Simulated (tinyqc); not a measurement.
Inside a calculation. Method: Hubbard ring of 5 sites. One step of it, computed by the program tinyqc.

Problem. Mean-field iteration 2. H(up) = T + U n(down), H(down) = T + U n(up); fill the lowest levels; n(new) = n + mixing (n(out) - n); E = tr T (rho up + rho down) + U sum n_up n_down of the output.

one-body matrix (hopping and site energies) (eV):
```
,1,2,3,4,5
1,-0.400000,-1.350000,0.000000,0.000000,-1.350000
2,-1.350000,-0.890000,-1.350000,0.000000,0.000000
3,0.000000,-1.350000,0.280000,-1.350000,0.000000
4,0.000000,0.000000,-1.350000,0.790000,-1.350000
5,-1.350000,0.000000,0.000000,-1.350000,-0.620000
```

U = 10.400000 eV

electrons, up and down: 3  2

mixing = 1

n(up) after iteration 1: 1 0.691371, 2 0.559186, 3 0.660236, 4 0.320567, 5 0.768639

n(down) after iteration 1: 1 0.207504, 2 0.793123, 3 0.122704, 4 0.346370, 5 0.530299

Give: levels, up; levels, down; energy; n(up) after iteration 2; n(down) after iteration 2.

Solution.

levels, up (eV): 0.463  1.287  3.836  6.401  7.974

levels, down (eV): 2.910  4.146  6.092  8.335  8.878

energy = 3.517 eV

n(up) after iteration 2: 1 0.909, 2 0.101, 3 0.923, 4 0.616, 5 0.451

n(down) after iteration 2: 1 0.178, 2 0.738, 3 0.143, 4 0.845, 5 0.096
